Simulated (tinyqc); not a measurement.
Changing the layer thickness t: four-point probe, van der Pauw, Hall and spreading-resistance readings of a semiconductor layer. Computed by tinyqc, a small Python program. Command: `OMP_NUM_THREADS=1 python tinyqc.py 3112014 3112015 out.jsonl probe sweep`. One thread of a shared host (Intel(R) Xeon(R) Processor @ 2.30GHz), about 0.01 s of CPU time with the checks.

The layer is uniform and ohmic; contacts are points unless a radius is given.

Inputs (values chosen for the exercise, modelled on n-type silicon):

| quantity | value | unit |
|---|---|---|
| carrier density n | 1.2e+14 | 1/cm^3 |
| drift mobility mu | 1420 | cm^2/(V s) |
| probe spacing s | 0.5 | mm |
| current I | 1 | mA |

Backing of the layer: insulating.

Constants: e = 1.602176634e-19 C.

Method:
- rho = 1/(e n mu); R_s = rho/t.
- Collinear probes with equal spacing on a layer with insulating backing: images at depth 2 m t give V = (rho I/(2 pi s)) G, G = 1 + 4 sum_(m>=1) [1/sqrt(1 + (2 m u)^2) - 1/sqrt(4 + (2 m u)^2)], u = t/s; the sum runs to m = 20000, with the tail 3/(32 u^3 M^2) added to the sum for M = 20000.
- Limits: thick, rho = 2 pi s V/I; thin on an insulator, rho = (pi/ln 2) t V/I.

One run for each value:

| layer thickness t (micrometre) | voltage V (mV) | G | rho by the thick formula (ohm cm) | rho by the thin formula (ohm cm) |
|---|---|---|---|---|
| 20 | 4041 | 34.66 | 1269 | 36.6 |
| 37 | 2184 | 18.73 | 686 | 36.6 |
| 70 | 1155 | 9.90 | 363 | 36.6 |
| 130 | 622 | 5.33 | 195 | 36.6 |
| 240 | 337 | 2.89 | 106 | 36.7 |
| 460 | 187 | 1.60 | 59 | 38.9 |
| 860 | 133 | 1.14 | 42 | 51.8 |
| 1600 | 120 | 1.03 | 38 | 86.7 |
| 3000 | 117 | 1.00 | 37 | 159.2 |

Describe and explain the trends.

Over the rows, voltage V (mV) falls from 4040 to 117 (exponent d ln y / d ln x -1.0 between the first rows and -0.034 between the last); G falls from 34.7 to 1.00 (exponent d ln y / d ln x -1.0 between the first rows and -0.034 between the last); rho by the thick formula (ohm cm) falls from 1270 to 36.8 (exponent d ln y / d ln x -1.00 between the first rows and -0.034 between the last). At the low end the exponent of voltage V is -1.00, close to -1: a thin layer, V = R_s I ln 2/pi.

Caution (rows 20.0, 37.0, 70.0, 130, 240): at such a voltage heating and injection at the probes disturb real readings; a smaller current would be used.
